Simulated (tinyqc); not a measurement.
Screening length from the swing.

Inverse problem. In a simple model of a Schottky-barrier transistor a barrier thinner than d = 3.1 nm is transparent, so the effective barrier is pn - psi (1 - exp(-d/lam)) and the swing beyond flat band is Vt ln 10/(1 - exp(-d/lam)). Find the thermionic swing, lam, and the effective barrier at psi = 0.2 V.

Values chosen for this exercise: temperature T = 300 K; barrier for electrons at both contacts pn = 0.79 eV.

Constants: q = 1.602176634e-19 C, kB = 1.380649e-23 J/K, Vt = kB T/q. Results are converted to the units shown.

swing in the tunnelling range = 77.157399 mV/decade

Answer. The ratio of the two swings is 1 - exp(-d/lam).

Vt ln 10 = 59.5 mV/decade
lam = 2.10 nm
effective barrier = 0.636 eV

Numbers from tinyqc (`OMP_NUM_THREADS=1 python tinyqc.py 2390151 2390152 out.jsonl`; about 0.06 s on one thread of a shared Intel Xeon 2.30GHz).
